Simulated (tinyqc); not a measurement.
Inside a calculation. Method: Pariser-Parr-Pople SCF with singles CI, for the molecule c1ccc2[nH]ccc2c1 (SMILES; centres numbered as the heavy atoms are written). Computed by tinyqc, a small Python program that keeps every step. Settings: charge = 0, gamma = MN, start = core, damping = 0, iteration cap = 74, excitations kept = 4. Command: `OMP_NUM_THREADS=1 python tinyqc.py 29419 29420 out.jsonl` (the two numbers bound the seeds that draw the settings). One thread of a shared host (Intel(R) Xeon(R) Processor @ 2.60GHz), about 0.02 s of CPU time with the checks. Later iterations appear only in the table of the cycle.

## PPP integrals

Centres (angstrom, eV; a flat drawing with bonds scaled to 1.40 angstrom):
```
centre          x          y  core charge z          W   gamma_rr
1C       2.152000  -0.700000              1   9.960000  12.730000
2C       2.152000   0.700000              1   9.960000  12.730000
3C       0.939000   1.400000              1   9.960000  12.730000
4C      -0.273000   0.700000              1   9.960000  12.730000
5N      -1.605000   1.133000              2  27.550000  16.130000
6C      -2.427000   0.000000              1   9.960000  12.730000
7C      -1.605000  -1.133000              1   9.960000  12.730000
8C      -0.273000  -0.700000              1   9.960000  12.730000
9C       0.939000  -1.400000              1   9.960000  12.730000
```

Resonance integrals (eV):
```
i  j       beta
1  2  -2.390000
2  3  -2.390000
3  4  -2.390000
4  5  -2.370000
5  6  -2.370000
6  7  -2.390000
7  8  -2.390000
8  9  -2.390000
9  1  -2.390000
8  4  -2.390000
```

Mataga-Nishimoto: gamma = 14.399645/(R + a), a = 2 x 14.399645/(gamma_rr + gamma_ss); H_rr = -W_r - sum_(s != r) z_s gamma_rs; H_rs = beta for bonds.

repulsion gamma_rs (eV), lower triangle:
```
           1C         2C         3C         4C         5N         6C         7C         8C
1C  12.730000
2C   5.688955  12.730000
3C   4.049039   5.687856  12.730000
4C   3.662848   4.049214   5.689803  12.730000
5N   2.780821   3.012625   4.049543   6.003584  16.130000
6C   2.498483   2.498483   3.014561   4.240121   6.005676  12.730000
7C   2.930910   2.711051   3.050031   4.238909   4.411796   5.689458  12.730000
8C   4.049214   3.662848   4.049608   5.688955   4.411988   4.240121   5.687580  12.730000
9C   5.687856   4.049039   3.662952   4.049608   3.138623   3.014561   3.903262   5.689803

           9C
9C  12.730000
```

core matrix H (eV), lower triangle:
```
            1C          2C          3C          4C          5N          6C          7C          8C
1C  -44.088947
2C   -2.390000  -44.332698
3C    0.000000   -2.390000  -47.262936
4C    0.000000    0.000000   -2.390000  -53.586627
5N    0.000000    0.000000    0.000000   -2.370000  -61.364657
6C    0.000000    0.000000    0.000000    0.000000   -2.370000  -47.167141
7C    0.000000    0.000000    0.000000    0.000000    0.000000   -2.390000  -46.994794
8C    0.000000    0.000000    0.000000   -2.390000    0.000000    0.000000   -2.390000  -51.852105
9C   -2.390000    0.000000    0.000000    0.000000    0.000000    0.000000    0.000000   -2.390000

            9C
9C  -46.294328
```

## Starting guess

pi electrons, sum of z_r less the charge = 10

Orbitals of the core matrix H.

P at the start, lower triangle:
```
           1C         2C         3C         4C         5N         6C         7C        8C
1C   0.487806
2C   0.493539   0.621812
3C   0.421245   0.676894   0.947398
4C  -0.232635  -0.083068   0.429415   1.770839
5N   0.055981  -0.010228  -0.102368   0.058374   1.966100
6C  -0.094406   0.109794   0.228238  -0.134185   0.167340   0.986727
7C  -0.109479   0.013764   0.086269  -0.089508  -0.110179   0.891659   0.966302
8C   0.095883  -0.148335  -0.294304   0.242346  -0.034349  -0.065383   0.378021  1.565052
9C   0.478837   0.337574   0.143436  -0.268763   0.090572  -0.285350  -0.145394  0.596505

          9C
9C  0.687964
```

## Iteration 1: Fock matrix

F_rr = H_rr + P_rr gamma_rr / 2 + sum_(s != r) P_ss gamma_rs; F_rs = H_rs - P_rs gamma_rs / 2; E = tr P (H + F) / 2 + core repulsion sum_(r<s) z_r z_s gamma_rs.

F (eV), lower triangle:
```
           1C         2C         3C         4C         5N         6C         7C         8C
1C  -6.109131
2C  -3.793859  -5.514311
3C  -0.852819  -4.315037  -2.903668
4C   0.426053   0.168181  -3.611644  -0.847068
5N  -0.077836   0.015407   0.207273  -2.545225  -8.557019
6C   0.117935  -0.137159  -0.344019   0.284480  -2.872494  -1.734285
7C   0.160436  -0.018658  -0.131561   0.189709   0.243043  -4.926530  -1.458144
8C  -0.194126   0.271664   0.595907  -3.079349   0.075775   0.138616  -3.465013  -1.458350
9C  -3.751778  -0.683424  -0.262700   0.544193  -0.142135   0.430102   0.283756  -4.086997

           9C
9C  -4.159686
```

pi energy = -120.032556 eV

## Iteration 1: orbitals and new P

Diagonalise F (the basis is taken as orthonormal) and form P = 2 sum c c over the lowest orbitals.

orbital energies (eV): -12.608465  -10.630322  -8.004915  -6.306137  -5.226976  -0.481994  0.547125  4.018016  5.952006

P after iteration 1, lower triangle:
```
           1C         2C         3C         4C         5N         6C         7C        8C
1C   1.183702
2C   0.588696   1.080507
3C  -0.111139   0.722561   0.998227
4C  -0.407868   0.032121   0.634030   0.858057
5N   0.125476  -0.100725  -0.087603   0.323300   1.839018
6C   0.033918   0.159599  -0.080353  -0.222614   0.319054   0.968639
7C  -0.094677   0.056789   0.006272  -0.079204  -0.198740   0.869188   1.060274
8C  -0.084206  -0.268746   0.111307   0.488247  -0.127559   0.026504   0.427329  0.958745
9C   0.638775  -0.112969  -0.192345   0.108313   0.019911  -0.241650  -0.016438  0.684562

          9C
9C  1.052829
```

## Iteration 2: Fock matrix

As before.

F (eV), lower triangle:
```
           1C         2C         3C         4C          5N         6C         7C         8C
1C  -2.710747
2C  -4.064533  -2.959466
3C   0.225003  -4.444912  -3.748337
4C   0.746979  -0.065031  -4.193753  -4.374391
5N  -0.174463   0.151724   0.177376  -3.340480  -12.762911
6C  -0.042372  -0.199377   0.121115   0.471955   -3.328069  -4.381233
7C   0.138744  -0.076979  -0.009564   0.167868    0.438401  -4.862605  -3.978849
8C   0.170484   0.492188  -0.225376  -3.778808    0.281395  -0.056189  -3.605234  -3.833357
9C  -4.206629   0.228708   0.352275  -0.219312   -0.031246   0.364234   0.032081  -4.337510

           9C
9C  -3.068464
```

pi energy = -129.980288 eV

## Iteration 2: orbitals and new P

As before.

orbital energies (eV): -15.220397  -11.170212  -9.780698  -7.799618  -7.487870  0.638774  1.477500  2.654347  4.870418

P after iteration 2, lower triangle:
```
           1C         2C         3C         4C         5N         6C         7C        8C
1C   1.007778
2C   0.627798   0.992658
3C  -0.019508   0.699976   1.042015
4C  -0.341602  -0.017620   0.631829   1.021638
5N   0.100845  -0.072308  -0.127781   0.311583   1.833240
6C   0.021526   0.166210  -0.027464  -0.258958   0.328613   1.020286
7C  -0.097339   0.021458   0.033147  -0.054396  -0.214977   0.866849   1.050481
8C  -0.019180  -0.286528   0.010145   0.562009  -0.142337  -0.022686   0.430546  1.035103
9C   0.684295   0.011207  -0.300659   0.019106   0.049390  -0.209182  -0.021129  0.627853

          9C
9C  0.996800
```

## Convergence

Stop when output and input P, before any damping, agree to 1e-7.

Course of the cycle:
```
iteration         E (eV)  largest |P(out) - P(in)|
1          -120.03255645                  9.13e-01
2          -129.98028825                  1.76e-01
3          -130.68752248                  3.19e-02
4          -130.72359562                  1.12e-02
5          -130.72845961                  5.31e-03
6          -130.72942911                  2.67e-03
7          -130.72968112                  1.41e-03
8          -130.72975766                  7.71e-04
9          -130.72978254                  4.32e-04
10         -130.72979083                  2.46e-04
11         -130.72979362                  1.44e-04
...                  ...                       ...
15         -130.72979502                  1.68e-05
16         -130.72979503                  9.80e-06
17         -130.72979504                  5.70e-06
18         -130.72979504                  3.32e-06
19         -130.72979504                  1.93e-06
20         -130.72979504                  1.12e-06
21         -130.72979504                  6.52e-07
22         -130.72979504                  3.79e-07
23         -130.72979504                  2.21e-07
24         -130.72979504                  1.28e-07
25         -130.72979504                  7.46e-08
```

Converged in 25 iterations.

## Converged orbitals

Charges are z - P_rr.

orbital energies (eV): -14.566317  -11.192627  -9.466725  -8.097248  -7.368605  0.837401  1.651503  2.861148  4.819749

coefficients:
```
         MO1        MO2        MO3        MO4        MO5        MO6        MO7        MO8
1C  0.038306   0.425080  -0.139740   0.550639  -0.051379  -0.058100   0.557423   0.228731
2C  0.055446   0.389986  -0.400702   0.196916   0.385416  -0.413107  -0.226358  -0.407883
3C  0.133192   0.331640  -0.392389  -0.353427   0.329248   0.397645  -0.298895   0.351002
4C  0.356747   0.240671  -0.125513  -0.524523  -0.178042   0.088094   0.564704  -0.104241
5N  0.831909  -0.329706  -0.184255   0.211098  -0.178667  -0.169630  -0.191212   0.140360
6C  0.311717  -0.076678   0.341754   0.191135   0.504121   0.489858   0.156919  -0.463261
7C  0.154925   0.160821   0.541115  -0.045985   0.431218  -0.300001   0.004675   0.551400
8C  0.179331   0.416954   0.411922  -0.270603  -0.254138  -0.314206  -0.197634  -0.323702
9C  0.071054   0.430128   0.192241   0.318668  -0.414869   0.450136  -0.359925   0.064095

          MO9
1C   0.355042
2C  -0.329680
3C   0.338124
4C  -0.393338
5N   0.061243
6C   0.101446
7C  -0.274228
8C   0.493892
9C  -0.403785
```

pi charges: 1C -0.015063, 2C -0.006094, 3C -0.030020, 4C -0.015536, 5N 0.177576, 6C -0.021026, 7C -0.061469, 8C -0.027005, 9C -0.001362

## Singles CI, singlets

Over the 4 single excitations with the smallest orbital gaps: A = (e_a - e_i) delta + 2 (ia|jb) - (ij|ab), with (pq|rs) = sum c_mp c_mq gamma_mn c_nr c_ns. f = 2/3 w |mu|^2 in atomic units, mu = sqrt2 sum c_ia sum_m c_mi c_ma R_m.

singlet CI matrix (eV), lower triangle:
```
           5>6        4>6       5>7       4>7
5>6   5.549963
4>6  -0.101662   5.592927
5>7  -0.066647   0.809264  5.634751
4>7  -0.334224  -0.015970  0.035761  6.843676
```

singlet excitation energies (eV): 4.802139  5.457511  6.432789  6.928878

oscillator strengths: 0.007116  0.616918  1.031972  0.857552

## Singles CI, triplets

Over the 4 single excitations with the smallest orbital gaps: A = (e_a - e_i) delta - (ij|ab), with (pq|rs) = sum c_mp c_mq gamma_mn c_nr c_ns.

triplet CI matrix (eV), lower triangle:
```
           5>6        4>6       5>7       4>7
5>6   2.854952
4>6  -0.003006   4.132607
5>7  -0.077777  -0.448607  4.390092
4>7  -0.448607   0.192034  0.074750  3.595015
```

triplet excitation energies (eV): 2.639072  3.600749  4.001120  4.731724
